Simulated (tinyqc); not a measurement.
From results back to parameters: Tamm state at the end of a one-band chain. Three cases, with inputs chosen for the exercise.

Problem. The end state of a chain with hopping -t and end-site shift D has E = D + t^2/D and weight 1 - (t/D)^2 on the end site. The values below come from hidden t and D.

Find: D, t.

Method. With (t/D)^2 = 1 - w, E = D (2 - w), which gives D, and t = |D| sqrt(1 - w).

Case 1.

E = 3.818505 eV
weight = 0.731394

Solution.

D, t (eV): 3.010  1.560

Case 2.

E = -5.482231 eV
weight = 0.887986

Solution.

D, t (eV): -4.930  1.650

Case 3.

E = 2.559031 eV
weight = 0.872674

Solution.

D, t (eV): 2.270  0.810

Computed by tinyqc, one run a case: `OMP_NUM_THREADS=1 python tinyqc.py N N+1 out.jsonl` with N = 1451357, 1451383, 1451444; one thread of a shared Intel(R) Xeon(R) Processor @ 2.30GHz, about 0.01 s a run at most.
